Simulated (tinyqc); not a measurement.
Worked calculation: lattice vibrations of a chain. One step of it, computed by the program tinyqc.

Question. Frequencies. omega^2 are the eigenvalues; wavenumber = 521.4708 sqrt(eigenvalue) 1/cm.

D(q) (eV/(angstrom^2 u)):
```
[[0.567857, -0.370176, 0.038074+0.199590i],
 [-0.370176, 0.559211, -0.237063],
 [0.038074-0.199590i, -0.237063, 0.502222]]
```

Give: eigenvalues; wavenumbers; weights |e|^2 of the mass-weighted modes.

Answer.

eigenvalues: [0.081, 0.499, 1.049]

wavenumbers (1/cm): [148.2, 368.5, 534.1]

weights |e|^2 of the mass-weighted modes, order atom 1, atom 2, atom 3:
```
[[0.359, 0.244, 0.398],
 [0.405, 0.179, 0.417],
 [0.237, 0.578, 0.185]]
```
